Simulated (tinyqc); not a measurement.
Self-heating of a transistor with one or more fingers, with temperature-dependent conductivity: one step, computed by the program tinyqc. Command: `OMP_NUM_THREADS=1 python tinyqc.py 3025608 3025609 out.jsonl selfheat walk`. One thread of a shared host (Intel(R) Xeon(R) Processor @ 2.30GHz), about 0.07 s of CPU time with the checks.

N long parallel fingers lie on the top face of a slab whose bottom is held at T_0; the top is otherwise insulated, and heat flows in two dimensions. P in W/mm is 1000 P in W/m.

Problem. Correction for the falling conductivity. Kirchhoff transformation for kappa = kappa_0 (T/T_0)^-m: T = T_0 [1 - (m - 1) theta/T_0]^(-1/(m - 1)), where theta is the linear rise. The bracket vanishes at the power P T_0/((m - 1) theta).

Inputs (values chosen for the exercise, modelled on sapphire): exponent m in kappa ~ T^-m = 1.2; base temperature T_0 = 323 K; power per gate width P = 0.49 W/mm.

Power: fixed power.

largest theta = 52.72757 K

Give: peak temperature; true rise; true rise / linear rise; power at which the formula diverges.

Solution.

peak temperature = 381.3 K

true rise = 58.31 K

true rise / linear rise = 1.106

power at which the formula diverges = 15.01 W/mm

The falling conductivity adds 10.6 % to the rise.
